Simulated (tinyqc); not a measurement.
FinFET, parasitic resistance, capacitance and delay: one step of the calculation.

Nf fins under one contact; each has gated perimeter p = 2 Hf + Wf and cross-section A = Hf Wf; contact width Wc = Nf pf, stack height Hs = Hf. Contact length Lc = CPP - Lg - 2 Lsp, shared by two neighbouring gates. Source and drain sides are equal. The formulas are first-order estimates, not field solutions.

Problem. Geometry and resistances. Epitaxy sheet resistance Rsh = re/te, transfer length LT = sqrt(rc/Rsh), contact Rc = [sqrt(rc Rsh)/Wc] coth(Lc/(2 LT)); extension of one fin Rx = rx Lsp/A. Effective width N p; for equal currents one side has Rc + Rx/N.

Values chosen for this exercise; values close to those of silicon logic devices:
```
symbol    value      unit                                  meaning
Nf            2                                     number of fins
Hf           50        nm                               fin height
Wf            7        nm                                fin width
pf           27        nm                                fin pitch
CPP          51        nm                     contacted gate pitch
Lg           18        nm                              gate length
Lsp           6        nm                            spacer length
rc       2.6e-9  ohm cm^2                      contact resistivity
re      0.00043    ohm cm  resistivity of the source-drain epitaxy
te           25        nm    current-carrying depth of the epitaxy
rx       0.0011    ohm cm             resistivity of the extension
```

Wanted: Lc; effective width; Rsh; LT; Rc; Rx; one side times effective width.

Solution.

Lc = 21.000 nm
effective width = 214.00 nm
Rsh = 172.00 ohm
LT = 38.880 nm
Rc = 469.65 ohm
Rx = 188.57 ohm
one side times effective width = 120.68 ohm um

Numbers from tinyqc (`OMP_NUM_THREADS=1 python tinyqc.py 2170079 2170080 out.jsonl`; about 0.03 s on one thread of a shared Intel Xeon 2.30GHz).
